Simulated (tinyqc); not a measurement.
Quasiparticle equation with a plasmon-pole self-energy for two band edges: sweeps and comparisons. A value that a table varies takes the place of the one given here.

For each edge E = e + X + Sc(E), with the correlation part Sc(E) = A[0]/(E - a + w) + A[1]/(E - b - w); a and b are the valence and conduction energies that enter the Green function (a = ev, b = ec in the one-shot scheme). Z = 1/(1 - dSc/dE), dSc/dE = -A[0]/(E - a + w)^2 - A[1]/(E - b - w)^2.

Parameters, chosen for this exercise (scales of the order of those of GaN; the results hold for these values, not for the real material):
- ev = 0 eV (mean-field valence top)
- ec = 1.96 eV (mean-field conduction edge)
- w = 18.1 eV (pole energy)
- Av = (51.1, 25.2) eV^2 (weights of the valence state on the hole and electron poles)
- Ac = (23, 46) eV^2 (the same for the conduction state)
- Xv = -2.81 eV (exchange minus the mean-field potential, valence)
- Xc = 2.07 eV (the same, conduction)

## Schemes compared

Z = 1; linearised; exact one-shot; energies updated in G (a, b); updated in G and W, where w grows by half of the opening of the gap (a rule chosen for the exercise).

Results (eV):
```
scheme               Ev     Ec    gap  opening
mean field        0.000  1.960  1.960    0.000
Z = 1            -1.243  2.635  3.878    1.918
linearised       -1.020  2.524  3.544    1.584
one-shot, exact  -1.015  2.522  3.537    1.577
update G         -1.143  2.544  3.688    1.728
update G and W   -1.228  2.619  3.847    1.887
```

What does this show?

The openings run from 1.577 (one-shot, exact) to 1.918 eV (Z = 1). Linearising moves the gap by 7 meV, updating G +150 meV and updating W a further +159 meV: once Z is kept, the level of self-consistency matters more than linearising.

## The starting point

The mean-field gap is opened by d (ev lowered by d/2, ec raised by d/2) and X is changed by the opposite amounts, so that e + X stays; one-shot and G-updated gaps.

Gaps (eV):
```
d    start  one-shot  update G
0.0  1.960    3.5372    3.6876
0.2  2.160    3.5547    3.6876
0.4  2.360    3.5720    3.6876
0.6  2.560    3.5891    3.6876
0.9  2.860    3.6146    3.6876
1.2  3.160    3.6397    3.6876
1.6  3.560    3.6727    3.6876
```

What can be read from the table?

The one-shot gap moves by a fraction 0.08 of any change of the starting gap, while the updated gap, 3.6876 eV, does not depend on it. The two agree where the start already equals the result, near d = 1.73 eV. A real change of starting point alters the orbitals and the screening too; this model holds both fixed.

## What each parameter does

Exact one-shot edges and Z of the valence state there. Each row changes one parameter from the base and keeps the others.

Results:
```
case                     Ev (eV)  Ec (eV)  gap (eV)       Z
base                     -1.0148   2.5224    3.5372  0.8118
w = 19.01 eV             -1.0989   2.5918    3.6907  0.8257
Xv = -2.91 eV            -1.0960   2.5224    3.6183  0.8110
Xc = 2.17 eV             -1.0148   2.6054    3.6202  0.8118
ec = 2.06 eV             -1.0103   2.6179    3.6281  0.8122
Av = (53.66, 25.2) eV^2  -0.8940   2.5224    3.4163  0.8073
Ac = (23, 48.3) eV^2     -1.0148   2.4140    3.4289  0.8118
```

What does this show?

The largest shifts from the base row, up to three for each result and ties (the steps differ in size, so this ranks the rows, not the parameters). Ev (eV): Av +0.1209, w -0.0841, Xv -0.0811; unchanged at the printed digits by Xc and Ac. Ec (eV): Ac -0.1083, ec +0.0955, Xc +0.0830; unchanged at the printed digits by Xv and Av. gap (eV): w +0.1535, Av -0.1209, Ac -0.1083. Z: w +0.0139, Av -0.0045, Xv -0.0008; unchanged at the printed digits by Xc and Ac.

(tinyqc, `OMP_NUM_THREADS=1 python tinyqc.py 1881092 1881093 out.jsonl`, Intel(R) Xeon(R) Processor @ 2.30GHz, 1 thread, shared host, about 0.02 s.)
